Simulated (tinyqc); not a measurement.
Grain-boundary diffusion: Harrison regimes, Fisher and Le Claire analysis, Hart average: one step, computed by the program tinyqc. Command: `OMP_NUM_THREADS=1 python tinyqc.py 3025804 3025805 out.jsonl gbdiff walk`. One thread of a shared host (Intel(R) Xeon(R) Processor @ 2.30GHz), about 0.01 s of CPU time with the checks.

A boundary is a slab of width delta with diffusivity D_b, normal to a surface held at constant concentration; it leaks into grains of diffusivity D.

Problem. Regime. l = sqrt(D t); P = s delta D_b; alpha = s delta/(2 l); beta = P/(2 D l). Regime A if l > 3 d, C if alpha > 1, B if alpha < 0.1, l < d/4 and beta > 10, otherwise a transition.

Inputs (values chosen for the exercise, for a model polycrystal):
```
quantity              value  unit
boundary width delta   0.59    nm
segregation factor s      1     -
grain size d          0.067    um
temperature T          1130     K
time t                12000     s
```

D = 3.427850e-20 m^2/s

triple product P = 1.892486e-23 m^3/s

Give: lattice diffusion length l; alpha; beta; regime.

Solution.

lattice diffusion length l = 0.020282 um

alpha = 0.014545

beta = 13611

Regime: transition

The run lies between the ideal regimes.
